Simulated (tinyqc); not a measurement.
Worked calculation: short-period [001] superlattice in sp3s* tight binding. Values are carried at full precision from step to step, so a last printed digit may differ when a step is redone from the rounded ones.

sp3s* tight binding, nearest neighbours only: anion (a) at 0, cation (c) at a/4 (1,1,1), orbitals s, px, py, pz, s* on each; k in units of 2 pi/a. With phases e_j = exp(i (pi/2) k.n_j) for n = (1,1,1), (1,-1,-1), (-1,1,-1), (-1,-1,1): g0 = (e1+e2+e3+e4)/4, g1 = (e1+e2-e3-e4)/4, g2 = (e1-e2+e3-e4)/4, g3 = (e1-e2-e3+e4)/4. The diagonal holds the levels Esa, Epa, Exa (s*) and Esc, Epc, Exc. Anion-cation block: <sa|sc> = Vss g0; <sa|xc> = Vsapc g1; <xa|sc> = -Vscpa g1; <xa|xc> = Vxx g0; <xa|yc> = <ya|xc> = Vxy g3, <xa|zc> = <za|xc> = Vxy g2, <ya|zc> = <za|yc> = Vxy g1; <s*a|xc> = Vxapc g1; <xa|s*c> = -Vpaxc g1; y and z take g2 and g3 in place of g1; s-s* and s*-s* vanish.

Parameters, chosen for this exercise (A near a published set for GaAs, B for AlAs; not measured data):
```
symbol  value                                                                                           unit  meaning
pA      (-8.348, 1.041, -2.663, 3.665, 8.607, 6.734, -6.455, 1.961, 5.072, 4.486, 5.791, 4.849, 4.798)  eV    order Esa, Epa, Esc, Epc, Exa, Exc, Vss, Vxx, Vxy, Vsapc, Vscpa, Vxapc, Vpaxc
pB      (-7.522, 0.983, -1.164, 3.588, 7.464, 6.709, -6.65, 1.881, 4.29, 5.112, 5.499, 4.522, 4.996)    eV    the same for B
dEv     0.5                                                                                             eV    valence offset: Ev(B) lies this far below Ev(A)
n       2                                                                                                     monolayers of A
m       1                                                                                                     monolayers of B
```

## Band line-up of the two bulk crystals

Edges on the common scale: Ev, the conduction level at Gamma, the minimum on (kx,0,0) for kx from 0.5 to 1, and the level at X.

Edges (eV):
```
crystal       Ev   Gamma  Delta minimum       X
A         0.0000  1.5541         2.0359  2.0359
B        -0.5000  2.5302         1.7654  1.7969
```

For Gamma electrons A is the well, 0.976 eV deep; for X electrons B is, 0.239 eV deep; holes sit in A.

## Shifted levels

Planes alternate anion, cation along [001], a/4 apart; at zero in-plane momentum s, pz, s* form one block. All levels of A are shifted so that its Ev (lower root of [[Epa, Vxx], [Vxx, Epc]]) is 0, and those of B so that its Ev is -dEv. A monolayer is an anion plane and the cation plane above it; an anion between unlike cations takes the mean of the two anion levels; each bond takes the couplings of its cation. Block from an anion to the cation above: U with Vss/2 (s,s), Vsapc/2 (s,z), -Vscpa/2 (z,s), Vxx/2 (z,z), Vxapc/2 (s*,z), -Vpaxc/2 (z,s*); to the cation below: the same with the s-z and s*-z signs reversed. The cell of n + m monolayers is closed with the phase exp(2 pi i q). No spin-orbit coupling. In this block 2 (n + m) levels are filled.

Parameters in the order Esa, Epa, Esc, Epc, Exa, Exc, Vss, Vxx, Vxy, Vsapc, Vscpa, Vxapc, Vpaxc. Find Ev of each set and shift the levels.

Ev before the shift (eV): A -0.0064, B -0.0024

Levels (eV):
```
plane                  s       p      s*
anion A          -8.3416  1.0474  8.6134
cation A         -2.6566  3.6714  6.7404
anion B          -8.0196  0.4854  6.9664
cation B         -1.6616  3.0904  6.2114
interface anion  -8.1806  0.7664  7.7899
```

## The matrix for n = 2, m = 1 at q = 0

Planes in the order a1, c1, a2, c2, ...; the A cations come first.

H (eV), rows sa1, za1, *a1, sc1, zc1, *c1, sa2, za2, *a2, sc2, zc2, *c2, sa3, za3, *a3, sc3, zc3, *c3 and columns alike:
```
[[-8.181, 0, 0, -3.228, 2.243, 0, 0, 0, 0, 0, 0, 0, 0, 0, 0, -3.325, -2.556, 0],
 [0, 0.766, 0, -2.896, 0.981, -2.399, 0, 0, 0, 0, 0, 0, 0, 0, 0, 2.749, 0.941, 2.498],
 [0, 0, 7.790, 0, 2.425, 0, 0, 0, 0, 0, 0, 0, 0, 0, 0, 0, -2.261, 0],
 [-3.228, -2.896, 0, -2.657, 0, 0, -3.228, 2.896, 0, 0, 0, 0, 0, 0, 0, 0, 0, 0],
 [2.243, 0.981, 2.425, 0, 3.671, 0, -2.243, 0.981, -2.425, 0, 0, 0, 0, 0, 0, 0, 0, 0],
 [0, -2.399, 0, 0, 0, 6.740, 0, 2.399, 0, 0, 0, 0, 0, 0, 0, 0, 0, 0],
 [0, 0, 0, -3.228, -2.243, 0, -8.342, 0, 0, -3.228, 2.243, 0, 0, 0, 0, 0, 0, 0],
 [0, 0, 0, 2.896, 0.981, 2.399, 0, 1.047, 0, -2.896, 0.981, -2.399, 0, 0, 0, 0, 0, 0],
 [0, 0, 0, 0, -2.425, 0, 0, 0, 8.613, 0, 2.425, 0, 0, 0, 0, 0, 0, 0],
 [0, 0, 0, 0, 0, 0, -3.228, -2.896, 0, -2.657, 0, 0, -3.228, 2.896, 0, 0, 0, 0],
 [0, 0, 0, 0, 0, 0, 2.243, 0.981, 2.425, 0, 3.671, 0, -2.243, 0.981, -2.425, 0, 0, 0],
 [0, 0, 0, 0, 0, 0, 0, -2.399, 0, 0, 0, 6.740, 0, 2.399, 0, 0, 0, 0],
 [0, 0, 0, 0, 0, 0, 0, 0, 0, -3.228, -2.243, 0, -8.181, 0, 0, -3.325, 2.556, 0],
 [0, 0, 0, 0, 0, 0, 0, 0, 0, 2.896, 0.981, 2.399, 0, 0.766, 0, -2.749, 0.941, -2.498],
 [0, 0, 0, 0, 0, 0, 0, 0, 0, 0, -2.425, 0, 0, 0, 7.790, 0, 2.261, 0],
 [-3.325, 2.749, 0, 0, 0, 0, 0, 0, 0, 0, 0, 0, -3.325, -2.749, 0, -1.662, 0, 0],
 [-2.556, 0.941, -2.261, 0, 0, 0, 0, 0, 0, 0, 0, 0, 2.556, 0.941, 2.261, 0, 3.090, 0],
 [0, 2.498, 0, 0, 0, 0, 0, 0, 0, 0, 0, 0, 0, -2.498, 0, 0, 0, 6.211]]
```

## Levels of the small cell

Diagonalise (s, pz, s* block of a cell with n = 2, m = 1; px and py are apart). The lowest 6 levels are filled. Give the share of the cation weight of the lowest empty level that lies on the A cations, c1 and c2.

levels (eV): [-12.450, -11.086, -10.892, -5.821, -5.499, -0.164, 1.809, 2.196, 2.220, 2.720, 2.784, 4.507, 6.564, 8.037, 9.280, 9.444, 10.472, 11.101]

share on A cations = 0.829

The lowest empty level is number 7, at 1.809 eV.

## Checks

- Cell of two equal monolayers against the bulk levels at Gamma and X: they agree to 1e-10 or better.

tinyqc: `OMP_NUM_THREADS=1 python tinyqc.py 1482747 1482748 out.jsonl`; about 0.5 s, one thread, shared Intel(R) Xeon(R) Processor @ 2.30GHz.
